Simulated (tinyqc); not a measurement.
From liquidus xl back to position of T, (T - T_A)/(T_B - T_A): binary melting diagram from solution models of liquid and solid. Computed by tinyqc, a small Python program. Command: `OMP_NUM_THREADS=1 python tinyqc.py 3008203 3008204 out.jsonl melt inv`. One thread of a shared host (Intel(R) Xeon(R) Processor @ 2.30GHz), about 0.02 s of CPU time with the checks.

x is the fraction of B. In a phase with interaction L: mu_A = G_A + R T ln(1 - x) + L x^2, mu_B = G_B + R T ln x + L (1 - x)^2. Melting: G(liquid) - G(solid) = H (1 - T/T_m) for each pure component.

Inputs (values chosen for the exercise, modelled on Si-Ge): melting point T_A = 1687 K; melting point T_B = 1211 K; heat of melting H_A = 50.4 kJ/mol; heat of melting H_B = 37.4 kJ/mol; liquid interaction L_L = 7.3 kJ/mol; solid interaction L_S = 3.8 kJ/mol.

Diagram: complete solid solution (lens).

Constants: R = 8.314462618 J/(mol K).

Method. T = T_A + u (T_B - T_A). The ideal solution has k_A = exp(dG_A/(R T)) = (1 - xs)/(1 - xl) and k_B = exp(dG_B/(R T)) = xs/xl, so xl = (1 - k_A)/(k_B - k_A). Equal potentials: F_A = dG_A + R T ln[(1 - xl)/(1 - xs)] + L_L xl^2 - L_S xs^2 = 0, F_B = dG_B + R T ln(xl/xs) + L_L (1 - xl)^2 - L_S (1 - xs)^2 = 0. Newton steps from the ideal values with the exact Jacobian, halved if x would leave (0, 1); stop below 1e-12, residuals under 1e-7 shown as 0.

Problem. A run gave the result below. Find the position of T, (T - T_A)/(T_B - T_A), known to lie between 0.19 and 0.64.

liquidus xl = 0.5546439

Solution.

Each step takes the trial c = (a f_b - b f_a)/(f_b - f_a), f being the result less the target and a, b, c the logarithms of the listed values; c replaces end b, the old b replaces a if the sign of f changed, and otherwise f_a is halved.

Scan of the range:
```
position of T, (T - T_A)/(T_B - T_A)  liquidus xl
0.190                                    0.339733
0.233                                    0.409676
0.285                                    0.488387
0.349                                    0.575311
0.427                                    0.666062
0.523                                    0.756881
0.640                                    0.842337
```

False position (Illinois rule, in the logarithm of the input) inside the bracket:
```
step     end a     end b     trial  liquidus xl
1     0.285000  0.349000  0.332588     0.554103
2     0.349000  0.332588  0.332997     0.554640
3     0.349000  0.332997  0.333003     0.554647
4     0.332997  0.333003  0.333000     0.554644
```

Liquidus xl rises at every point of a 13-point scan of the range (every second point is shown), so one value fits; it is bracketed by 0.285 and 0.349. Answer: position of T, (T - T_A)/(T_B - T_A) = 0.3330.
